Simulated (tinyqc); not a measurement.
# Dopant redistribution at a moving silicon-oxide interface during parabolic oxidation, step by step

A worked calculation. Computed by tinyqc, a small Python program that keeps every step. Command: `OMP_NUM_THREADS=1 python tinyqc.py 3003023 3003024 out.jsonl segox walk`. One thread of a shared host (Intel(R) Xeon(R) Processor @ 2.30GHz), about 0.01 s of CPU time with the checks. Intermediate numbers are printed to about 6 digits and carried at full precision; extremes and crossings named in words are read from the listed rows.

Uniformly doped silicon is oxidised with x_ox = sqrt(B t); the interface advances into the silicon by alpha x_ox, alpha = 0.44. The dopant does not move in the oxide, and at the interface C(silicon) = m C(oxide).

Inputs (values chosen for the exercise, modelled on arsenic in silicon under steam):

| quantity | value | unit |
|---|---|---|
| dopant prefactor D0 | 8.35 | cm^2/s |
| dopant activation energy E | 4 | eV |
| oxidation prefactor B0 | 356 | um^2/h |
| oxidation activation energy E_B | 0.783 | eV |
| segregation coefficient m = C(silicon)/C(oxide) | 7.2 | - |
| bulk doping C_B | 6e+16 | 1/cm^3 |
| temperature T | 950 | C |
| time t | 1.4 | h |

Constants: k_B = 8.617333262e-05 eV/K.

## Rates

D = D0 exp(-E/(k_B T)), converted with 1 cm^2/s = 3.6e11 um^2/h; B = B0 exp(-E_B/(k_B T)); s = alpha sqrt(B/(4 D)), the interface advance over 2 sqrt(D t). Temperatures in kelvin are T(C) + 273.15.

D = 9.92385e-05 um^2/h

B = 0.211463 um^2/h

s = 10.1555

oxide thickness = 0.544103 um

diffusion length 2 sqrt(D t) = 0.0235740 um

The interface outruns diffusion. Caution: in this case the oxide is not much thicker than a typical Deal-Grove length A, so real growth is slower than parabolic. Caution: parabolic growth needs an oxide much thicker than the Deal-Grove length A, which fails for thin films and low temperatures; oxidation-enhanced or retarded diffusion is ignored.

## Interface concentration

With the dopant diffusivity D and s = alpha x_ox/(2 sqrt(D t)), in the silicon C = C_B + (C_s - C_B) erfc(y/(2 sqrt(D t)))/erfc(s), y from the original surface. Dopant balance at the interface gives C_s/C_B = 1/[1 + (1/(m alpha) - 1) g], g = sqrt(pi) s exp(s^2) erfc(s).

g = 0.995221

ratio C_s/C_B = 3.13551

C_s in the silicon = 1.88131e+17 1/cm^3

concentration in the oxide = 2.61293e+16 1/cm^3

m alpha = 3.168: the oxide rejects dopant, which piles up in the silicon. For a very fast interface the ratio would tend to m alpha.

## Dose moved

Consumed silicon held alpha x_ox C_B; the oxide holds x_ox times the dopant concentration in the oxide; the difference is the excess in the silicon; 1 um = 1e-4 cm.

dopant in the consumed silicon = 1.43643e+12 1/cm^2

dopant in the oxide = 1.42170e+12 1/cm^2

excess in the silicon = 1.47308e+10 1/cm^2

## Profile below the interface

Depths z are counted from the present interface: y/(2 sqrt(D t)) = s + z/(2 sqrt(D t)); take z/(2 sqrt(D t)) = 0, 0.05, 0.1, 0.2, 0.3, 0.5, 0.75, 1, 1.5.

Profile:

| z/(2 sqrt(D t)) | z (um) | C/C_B |
|---|---|---|
| 0.00 | 0.0000000 | 3.13551 |
| 0.05 | 0.0011787 | 1.76782 |
| 0.10 | 0.0023574 | 1.27470 |
| 0.20 | 0.0047148 | 1.03464 |
| 0.30 | 0.0070722 | 1.00428 |
| 0.50 | 0.0117870 | 1.00006 |
| 0.75 | 0.0176805 | 1.00000 |
| 1.00 | 0.0235740 | 1.00000 |
| 1.50 | 0.0353611 | 1.00000 |

## Temperature and segregation coefficient

The formulas are those given above.

C_s/C_B:

| T (C) | s | this m | m = 0.2 | m = 1/alpha | m = 10 |
|---|---|---|---|---|---|
| 850 | 39.5171 | 3.16580 | 0.088026 | 1 | 4.39522 |
| 900 | 19.4611 | 3.15899 | 0.088106 | 1 | 4.38042 |
| 950 | 10.1555 | 3.13551 | 0.088385 | 1 | 4.32965 |
| 1000 | 5.5772 | 3.06593 | 0.089250 | 1 | 4.18168 |
| 1050 | 3.2049 | 2.89852 | 0.091582 | 1 | 3.84010 |
| 1100 | 1.9174 | 2.59867 | 0.096934 | 1 | 3.27482 |
| 1150 | 1.1893 | 2.21971 | 0.107280 | 1 | 2.63476 |
| 1200 | 0.7620 | 1.86746 | 0.124463 | 1 | 2.10307 |

s falls from 39.5 to 0.762 as T rises, because diffusion has the larger activation energy (4 against 0.783 eV); the ratio for this m moves from 3.166 to 1.867, towards 1. At m = 1/alpha the oxide takes exactly what the silicon held, and nothing moves. The ratio does not depend on time, since both lengths grow as sqrt(t).

Checks made by the program: excess against the integral of the profile (relative difference 8e-10).
